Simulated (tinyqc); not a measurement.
Scaling the whole coupling: critical temperature from a phonon spectrum: McMillan, Allen-Dynes and the linearised Eliashberg equation. Computed by tinyqc, a small Python program. Command: `OMP_NUM_THREADS=1 python tinyqc.py 3014753 3014754 out.jsonl eliashberg walk`. One thread of a shared host (Intel(R) Xeon(R) Processor @ 2.30GHz), about 0.01 s of CPU time with the checks.

alpha^2 F(omega) = sum_i (lambda_i omega_i/2) delta(omega - omega_i), so that lambda = 2 int alpha^2 F/omega d omega = sum_i lambda_i.

Inputs (values chosen for the exercise, for a model metal):

| quantity | value | unit |
|---|---|---|
| peak energy omega_1 | 5.82 | meV |
| coupling lambda_1 | 0.66 | - |
| peak energy omega_2 | 15.9 | meV |
| coupling lambda_2 | 0.349 | - |
| peak energy omega_3 | 19.9 | meV |
| coupling lambda_3 | 0.822 | - |
| Coulomb pseudopotential mu* | 0.15 | - |

Peaks in alpha^2 F: three.

Constants: k_B = 8.617333262e-05 eV/K.

Method:
- omega_log = exp(sum lambda_i ln omega_i / lambda); omega_rms = sqrt(sum lambda_i omega_i^2 / lambda).
- McMillan form: k_B T_c = (omega_log/1.2) exp[-1.04 (1 + lambda)/(lambda - mu* (1 + 0.62 lambda))]. Allen-Dynes multiplies it by f1 f2: f1 = [1 + (lambda/L1)^(3/2)]^(1/3), L1 = 2.46 (1 + 3.8 mu*); f2 = 1 + (omega_rms/omega_log - 1) lambda^2/(lambda^2 + L2^2), L2 = 1.82 (1 + 6.3 mu*) omega_rms/omega_log.
- Linearised Eliashberg equation at omega_n = (2n + 1) pi k_B T, n = 0..N-1: lambda(j) = sum_i lambda_i omega_i^2/(omega_i^2 + (2 pi j k_B T)^2); K_mn = lambda(m - n) + lambda(m + n + 1) - 2 mu*(N) - delta_mn [2m + 1 + lambda(0) + 2 sum_(j=1..m) lambda(j)], with 1/mu*(N) = 1/mu* + ln(omega_rms/omega_N), omega_N = (2N + 1) pi k_B T. T_c is where the largest eigenvalue rho of K is zero.
- N is the smallest integer at or above 8 omega_max/(2 pi k_B T_AD), omega_max the highest peak and T_AD the Allen-Dynes value.
- All lambda_i are multiplied by s. The last column is the large-lambda limit for mu* = 0, k_B T_c = 0.1827 omega_rms sqrt(lambda).

lambda = 1.831

omega_rms = 15.4331 meV

omega_log = 12.2410 meV

T_c (K):

| s | lambda | McMillan | Allen-Dynes | Eliashberg | large-lambda limit |
|---|---|---|---|---|---|
| 0.6 | 1.0986 | 8.983 | 9.556 | 8.654 | 34.296 |
| 0.8 | 1.4648 | 13.449 | 14.789 | 14.020 | 39.601 |
| 1.0 | 1.8310 | 16.860 | 19.221 | 18.907 | 44.275 |
| 1.3 | 2.3803 | 20.572 | 24.819 | 25.374 | 50.482 |
| 1.7 | 3.1127 | 23.899 | 31.099 | 32.619 | 57.728 |
| 2.3 | 4.2113 | 27.030 | 39.102 | 41.548 | 67.147 |
| 3.2 | 5.8592 | 29.741 | 49.232 | 52.410 | 79.202 |

What does the comparison show, and why?

McMillan/Eliashberg runs from 1.04 at lambda = 1.10 to 0.57 at 5.86: the exponential form levels off at large lambda, while the true T_c keeps rising (exponent 0.70 between the last rows, tending to 1/2). Allen-Dynes stays within about 10 % over the table. The last row reaches 66 % of the mu* = 0 limit; with mu* above zero T_c stays below that line at any lambda.

Extremes, crossings and ranges named in words are read from the listed rows.
